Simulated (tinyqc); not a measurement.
RKS/LDA (VWN5) in the 6-31g basis, for H3+, spin multiplicity 1, step by step. One step of it, computed by the program tinyqc.

Problem. Iteration 2: diagonalisation and new density. Diagonalise F' = X^T F X, C = X C', fill 1 alpha and 1 beta electrons from the bottom; D = 2 C_occ C_occ^T. Each column has its largest component positive (the first on a tie).

extrapolated F (hartree), lower triangle:
```
           1H 1s      1H 2s      2H 1s      2H 2s      3H 1s      3H 2s
1H 1s  -0.433513
1H 2s  -0.623130  -0.628240
2H 1s  -0.358026  -0.443542  -0.430141
2H 2s  -0.449578  -0.539901  -0.610131  -0.604456
3H 1s  -0.296191  -0.408571  -0.179282  -0.331432  -0.437797
3H 2s  -0.414839  -0.518694  -0.332349  -0.460369  -0.610112  -0.602592
```

X, lower triangle:
```
           1H 1s      1H 2s      2H 1s      2H 2s      3H 1s     3H 2s
1H 1s   1.260830
1H 2s  -0.520783   1.894331
2H 1s  -0.037550   0.006145   1.259785
2H 2s   0.024552  -0.567204  -0.507878   1.719473
3H 1s  -0.009304  -0.000229   0.026729   0.016150   1.257635
3H 2s   0.020992  -0.477451   0.019805  -0.254979  -0.507077  1.645072
```

Give: F' = X^T F X; orbital energies; coefficients C; D after iteration 2.

Solution.

F' = X^T F X (hartree), lower triangle:
```
        1       2       3       4       5       6
1  -0.046
2  -0.475  -0.099
3  -0.143  -0.066  -0.056
4  -0.055  -0.098  -0.476  -0.119
5  -0.092  -0.070  -0.001  -0.052  -0.076
6  -0.055  -0.095  -0.047  -0.085  -0.480  -0.131
```

orbital energies (hartree): MO1 -0.853, MO2 -0.485, MO3 -0.364, MO4 0.332, MO5 0.375, MO6 0.470

coefficients C:
```
         MO1     MO2     MO3     MO4     MO5     MO6
1H 1s  0.308  -0.075   0.370  -0.832   0.011  -0.966
1H 2s  0.185  -0.118   1.165   0.853  -0.124   1.504
2H 1s  0.279  -0.329  -0.231  -0.784   0.564   0.821
2H 2s  0.178  -0.586  -0.819   0.624  -0.913  -1.155
3H 1s  0.272   0.395  -0.127  -0.450  -1.103   0.418
3H 2s  0.188   0.752  -0.473   0.111   1.445  -0.576
```

D after iteration 2, lower triangle:
```
       1H 1s  1H 2s  2H 1s  2H 2s  3H 1s  3H 2s
1H 1s  0.189
1H 2s  0.114  0.068
2H 1s  0.172  0.103  0.155
2H 2s  0.109  0.066  0.099  0.063
3H 1s  0.167  0.100  0.151  0.096  0.148
3H 2s  0.116  0.070  0.105  0.067  0.102  0.071
```
